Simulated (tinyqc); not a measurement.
Worked calculation: one-electron ion in a basis of Gaussians. Computed by tinyqc, a small Python program that keeps every step. Settings: Z = 6, l = 0. Command: `OMP_NUM_THREADS=1 python tinyqc.py 28245 28246 out.jsonl` (the two numbers bound the seeds that draw the settings). One thread of a shared host (Intel(R) Xeon(R) Processor @ 2.60GHz), about 0.01 s of CPU time with the checks.

## Matrices over normalised Gaussians

exponents of r^l exp(-a r^2) (1/bohr^2): [2.86800, 7.21600, 18.15000, 45.67000]

Z = 6

l = 0

With p = a_i + a_j and I(k) = Gamma((k+1)/2) / (2 p^((k+1)/2)): S = I(2l+2), T = (2l+3) a_i a_j S / p, V = -Z I(2l+1), each divided by sqrt(S_ii S_jj).

S:
$$\begin{pmatrix}
1.00000 & 0.85704 & 0.56885 & 0.32384 \\
0.85704 & 1.00000 & 0.85713 & 0.56883 \\
0.56885 & 0.85713 & 1.00000 & 0.85702 \\
0.32384 & 0.56883 & 0.85702 & 1.00000
\end{pmatrix}$$

T (hartree):
$$\begin{pmatrix}
4.30200 & 5.27675 & 4.22654 & 2.62168 \\
5.27675 & 10.82400 & 13.27667 & 10.63378 \\
4.22654 & 13.27667 & 27.22500 & 33.39355 \\
2.62168 & 10.63378 & 33.39355 & 68.50500
\end{pmatrix}$$

V (hartree):
$$\begin{pmatrix}
-16.21477 & -18.42575 & -17.65638 & -15.27485 \\
-18.42575 & -25.71992 & -29.22666 & -28.00633 \\
-17.65638 & -29.22666 & -40.79056 & -46.35272 \\
-15.27485 & -28.00633 & -46.35272 & -64.70485
\end{pmatrix}$$

## Generalised eigenproblem

H = T + V (hartree):
$$\begin{pmatrix}
-11.91277 & -13.14900 & -13.42984 & -12.65318 \\
-13.14900 & -14.89592 & -15.94999 & -17.37255 \\
-13.42984 & -15.94999 & -13.56556 & -12.95917 \\
-12.65318 & -17.37255 & -12.95917 & 3.80015
\end{pmatrix}$$

Solve H C = S C e through S^(-1/2); each column has its largest component positive (the first on a tie).

eigenvalues of S: [0.01689, 0.13990, 0.80214, 3.04107]

eigenvalues (hartree): [-17.61121, -2.08312, 23.14052, 97.03258]

coefficients:
$$\begin{pmatrix}
0.19056 & 1.92632 & -1.67364 & 0.95280 \\
0.54507 & -1.66604 & 3.77710 & -3.02845 \\
0.15250 & 0.22652 & -2.52645 & 4.47776 \\
0.23389 & -0.23178 & 0.06352 & -2.70961
\end{pmatrix}$$

For Z = 6 and l = 0 the exact lowest level is -Z^2/(2 n^2) with n = l + 1: -18.000000 hartree.
